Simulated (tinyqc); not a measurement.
CCD on RHF in the sto-6g basis, for H3+, spin multiplicity 1, step by step. One step of it, computed by the program tinyqc.

Task: Iteration 8 (converged): orbitals. Diagonalise F' = X^T F X, C = X C', fill 1 alpha and 1 beta electrons from the bottom; D = 2 C_occ C_occ^T. Each column has its largest component positive (the first on a tie).

converged F (hartree):
```
           1H 1s      2H 1s      3H 1s
1H 1s  -0.740281  -0.709366  -0.662247
2H 1s  -0.709366  -0.740462  -0.662518
3H 1s  -0.662247  -0.662518  -0.709923
```

X:
```
               1          2         3
1H 1s  -0.989038  -0.532732  0.420728
2H 1s   0.991824  -0.527859  0.420802
3H 1s  -0.003057   1.095400  0.407394
```

Give: F' = X^T F X; orbital energies; coefficients C; D after iteration 8.

Result:

F' = X^T F X (hartree):
```
         1        2        3
1  -0.0608   0.0000   0.0000
2   0.0000  -0.1281   0.0058
3   0.0000   0.0058  -1.0853
```

orbital energies (hartree): MO1 -1.0854, MO2 -0.1281, MO3 -0.0608

coefficients C:
```
          MO1      MO2      MO3
1H 1s  0.4239  -0.5302  -0.9891
2H 1s  0.4240  -0.5253   0.9918
3H 1s  0.4008   1.0978  -0.0031
```

D after iteration 8:
```
        1H 1s   2H 1s   3H 1s
1H 1s  0.3593  0.3595  0.3398
2H 1s  0.3595  0.3596  0.3399
3H 1s  0.3398  0.3399  0.3213
```
